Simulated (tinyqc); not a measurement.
# Planar ballistic transistor, top-of-the-barrier model, step by step

Numbers from tinyqc (`OMP_NUM_THREADS=1 python tinyqc.py 2400029 2400030 out.jsonl`; about 0.01 s on one thread of a shared Intel Xeon 2.30GHz). Printed values are rounded.

At the top of the source barrier, states moving towards the drain are filled by the source (Fermi level 0) and states moving back by the drain (Fermi level -q Vd); nothing scatters. U is the shift of the band edge there, set by the capacitances CG, CD and CS (the total) and by the charge. Parabolic two-dimensional band; the source is grounded.

Parameters, values chosen for the exercise; mass and valleys close to those of germanium: temperature T = 200 K; effective mass m = 0.115 m0; valley degeneracy gv = 4; relative permittivity of the gate insulator eox = 3.9; insulator thickness tox = 1.3 nm; gate control CG/CS aG = 0.94; drain control CD/CS aD = 0.026; band edge at the barrier top above the source Fermi level at zero bias E0 = 0.21 eV; gate voltage Vg = 0.26 V; drain voltage Vd = 0.4 V.

Constants: q = 1.602176634e-19 C, kB = 1.380649e-23 J/K, hbar = 1.054571817e-34 J s, m0 = 9.1093837015e-31 kg, Vt = kB T/q, eps0 = 8.8541878128e-14 F/cm where lengths are in cm. Results are converted to the units shown.

## Density of states, capacitances and charge at zero bias

N0 = gv m kB T/(pi hbar^2), CG = eps0 eox/tox, vT = sqrt(2 kB T/(pi m)), CS = CG/aG, n0 = n at U = 0 and Vd = 0. eta1 = -(E0 + U)/Vt, eta2 = eta1 - Vd/Vt, n = (N0/2)[F_0(eta1) + F_0(eta2)], F_0(x) = ln(1 + exp x). UL = -(aG Vg + aD Vd).

N0 = 3.31175e12 cm^-2
CG = 2.65626 uF/cm^2
CS = 2.82580 uF/cm^2
n0 = 1.69157e7 cm^-2
UL = -0.2548 eV

## Iteration 1: self-consistent potential at the barrier top

U at the start (U = UL) = -0.2548 eV

eta1 = -(E0 + U)/Vt, eta2 = eta1 - Vd/Vt, n = (N0/2)[F_0(eta1) + F_0(eta2)], F_0(x) = ln(1 + exp x). U(out) = UL + q (n - n0)/CS. Newton step: U(new) = U + (U(out) - U)/(1 + CQ/CS), CQ = (q/Vt) dn/d(eta1) with both F' summed; F_0'(x) = 1/(1 + exp(-x)).

eta1 = 2.59941
eta2 = -20.6096
n = 4.42301e12 cm^-2
U(out) = -0.00402500 eV
CQ = 14.3286 uF/cm^2
U after iteration 1 = -0.213490 eV

## Iteration 2: self-consistent potential at the barrier top

As before.

eta1 = 0.202519
eta2 = -23.0065
n = 1.32391e12 cm^-2
U(out) = -0.179738 eV
CQ = 8.47343 uF/cm^2
U after iteration 2 = -0.205049 eV

## Course of the iteration: self-consistent potential at the barrier top

Stop when U changes by less than 1e-9 eV, or after 90 iterations.

Course of the iteration:
```
iteration     U (eV)  |change| (eV)
1          -0.213490         0.0413
2          -0.205049        8.44e-3
3          -0.204208        8.41e-4
4          -0.204200        8.35e-6
5          -0.204200       8.19e-10
```

Converged in 5 iterations. At the end the number of correct digits about doubles with each step.

## Current, mean velocity and share of the gate voltage

converged U = -0.204200 eV

N0 = gv m kB T/(pi hbar^2), CG = eps0 eox/tox, vT = sqrt(2 kB T/(pi m)), CS = CG/aG, n0 = n at U = 0 and Vd = 0. eta1 = -(E0 + U)/Vt, eta2 = eta1 - Vd/Vt, n = (N0/2)[F_0(eta1) + F_0(eta2)], F_0(x) = ln(1 + exp x). I = q (N0/2) vT [F_(1/2)(eta1) - F_(1/2)(eta2)] per width, F_(1/2)(x) = (2/sqrt(pi)) int_0^infinity u^(1/2)/(1 + exp(u - x)) du. Mean velocity I/(q n). CQ = (q/Vt) dn/d(eta1); the band edge follows the gate as -dU/dVg = aG/(1 + CQ/CS).

eta1 = -0.336539
n = 8.92466e11 cm^-2
I = 200.120 uA/um
mean velocity = 1.39955e7 cm/s
CQ = 6.41368 uF/cm^2
-dU/dVg = 0.287490 eV/V

The carriers from the source are near degeneracy (eta1 = -0.337), and the mean velocity is 1.08 times vT = sqrt(2 kB T/(pi m)) = 1.30e7 cm/s.
